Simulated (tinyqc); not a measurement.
Solid solubility of a dopant against its melt (retrograde solidus), clustering and the electrically active fraction. Changing the atoms per cluster m. Computed by tinyqc, a small Python program. Command: `OMP_NUM_THREADS=1 python tinyqc.py 3028536 3028537 out.jsonl retro sweep`. One thread of a shared host (Intel(R) Xeon(R) Processor @ 2.30GHz), about 0.01 s of CPU time with the checks.

Inputs (values chosen for the exercise):
```
quantity                                      value        unit
total dopant density N_t                    1.8e+21      1/cm^3
cluster scale N* at 1273 K                  4.7e+20      1/cm^3
activation energy E_b of the cluster scale     0.51          eV
anneal temperature T_a                         1000           K
mobility mu                                      55  cm^2/(V s)
```

Clustering: clusters of m atoms, electrons left out.

Constants: k_B = 8.617333262e-05 eV/K; e = 1.602176634e-19 C.

Method. A highly soluble donor (another dopant than that of the solidus) is limited by clustering. Donors N_a are active, and clusters hold m atoms each: N_t = N_a + m C, m C = N* (N_a/N*)^m, with N*(T) = N*(1273 K) exp[-(E_b/k_B)(1/T - 1/1273)]. Resistivity = 1/(e mu N_a).

One run for each value:
```
atoms per cluster m  active density N_a (1/cm^3)  active fraction
2                                      4.260e+20           0.2367
3                                      2.971e+20           0.1651
4                                      2.447e+20           0.1359
5                                      2.171e+20           0.1206
6                                      2.002e+20           0.1112
```

What does the table show?

Over the rows, active density N_a (1/cm^3) falls from 4.26e20 to 2.00e20 (exponent d ln y / d ln x -0.89 between the first rows and -0.44 between the last); active fraction falls from 0.237 to 0.111 (exponent d ln y / d ln x -0.89 between the first rows and -0.44 between the last).

Caution (all rows): this clustering law is a generic form; degeneracy and a doping-dependent mobility are left out.
